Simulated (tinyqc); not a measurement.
Flow curve at three pumping speeds: Berg model of reactive sputtering of a nitride or oxide: poisoning, hysteresis and pumping speed. Computed by tinyqc, a small Python program. Command: `OMP_NUM_THREADS=1 python tinyqc.py 3014015 3014016 out.jsonl berg walk`. One thread of a shared host (Intel(R) Xeon(R) Processor @ 2.30GHz), about 0.03 s of CPU time with the checks.

A diatomic gas reacts with bare metal on the target and on the collecting surfaces; ions remove metal and compound from the target. theta_t and theta_c are the compound fractions.

Inputs (values chosen for the exercise, close to those used for silicon nitride):
```
quantity,value,unit
ion current density J,8.7,mA/cm^2
target area A_t,73,cm^2
collecting area A_c,2900,cm^2
metal yield Y_m,0.56,-
compound yield Y_c,0.14,-
sticking coefficient alpha,0.12,-
reactive atoms per metal atom z,1.33,-
gas mass M,28,u
pumping speed S,82,l/s
gas temperature T,300,K
```

Constants: e = 1.602176634e-19 C; u = 1.6605390666e-27 kg; k_B = 1.380649e-23 J/K.

Method. Ion flux j = J/e; gas flux F = P/sqrt(2 pi M k_B T). Target: (2/z) alpha F (1 - theta_t) = j Y_c theta_t. Sputtered flows F_c = j Y_c theta_t A_t, F_m = j Y_m (1 - theta_t) A_t. Collector: (2/z) alpha F (1 - theta_c) A_c + F_c (1 - theta_c) = F_m theta_c. Gas use Q = alpha F [(1 - theta_t) A_t + (1 - theta_c) A_c] + P S/(k_B T); 1 sccm = 4.4780e17 molecules/s. Rate R = F_m + F_c, given relative to j Y_m A_t. P is a single-valued function of the flow Q only if dQ/dP > 0 everywhere: S must exceed k_B T times the steepest fall of the surface terms with P.

pressure of the steepest fall = 0.0116667 Pa

critical pumping speed = 60.1721 l/s

Pressure as the free variable:
```
P (Pa),theta_t,theta_c,relative rate,Q at S_c/4 (sccm),Q at S_c (sccm),Q at 2 S_c (sccm)
0.00058,0.03807,0.29504,0.97145,0.9495,0.9637,0.9825
0.00120,0.07569,0.47377,0.94323,1.4829,1.5121,1.5510
0.00230,0.13566,0.64821,0.89826,1.9381,1.9941,2.0687
0.00410,0.21861,0.78383,0.83604,2.1935,2.2933,2.4263
0.00700,0.32326,0.87699,0.75756,2.2469,2.4172,2.6443
0.01200,0.45020,0.93749,0.66235,2.1443,2.4363,2.8256
0.01900,0.56456,0.96763,0.57658,1.9933,2.4556,3.0720
0.02900,0.66431,0.98334,0.50177,1.8618,2.5674,3.5082
0.04700,0.76231,0.99264,0.42827,1.7826,2.9262,4.4509
0.09300,0.86387,0.99785,0.35209,1.9125,4.1753,7.1924
```

What follows from these numbers?

At S_c/4 the flow falls with pressure in 4 of the intervals: as the target poisons, less metal arrives to getter the gas. At 2 S_c it rises throughout. Coverages and rate depend on P alone, not on S. The collector converts before the target (theta_c = 0.88 at theta_t = 0.32), since the metal is spread over a larger area and no ions clean it. The rate tends to Y_c/Y_m = 0.250.
